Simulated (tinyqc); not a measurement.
Time-dependent dielectric breakdown: cell percolation, Weibull statistics, area scaling and voltage extrapolation: one step, computed by the program tinyqc. Command: `OMP_NUM_THREADS=1 python tinyqc.py 3018730 3018731 out.jsonl tddb walk`. One thread of a shared host (Intel(R) Xeon(R) Processor @ 2.30GHz), about 0.01 s of CPU time with the checks.

The oxide is divided into columns of area a^2, each holding m = t_ox/a cells (m is taken as continuous). A share lambda(t) = (t/t_1)^alpha of the cells is defective, and a column whose cells are all defective breaks down.

Task: Weibull parameters from the cell model. Failure fraction F = 1 - (1 - lambda^m)^N with N = A/a^2 columns, which for small lambda^m is 1 - exp(-(t/t63)^beta) with beta = alpha m and t63 = t_1 N^(-1/beta); critical share lambda(t63) = N^(-1/m). 1 um^2 = 1e6 nm^2.

Inputs (values chosen for the exercise, for a model gate oxide): oxide thickness t_ox = 4.1 nm; defect cell size a = 1.5 nm; exponent alpha of defect growth = 0.43; time t_1 at which the occupied share would reach 1 = 5.5e+09 s; test area A = 10 um^2.

Give: cells per column m; columns N; Weibull slope beta; characteristic life t63; critical share of defective cells.

Result:

cells per column m = 2.7333

columns N = 4.4444e+06

Weibull slope beta = 1.1753

characteristic life t63 = 12141 s

critical share of defective cells = 0.0036972

Times between F = 10 % and 90 % span a factor 13.8: the smaller beta = alpha m, the wider the scatter. Caution: t_1 is an input here; in a real oxide it changes with thickness at fixed voltage.
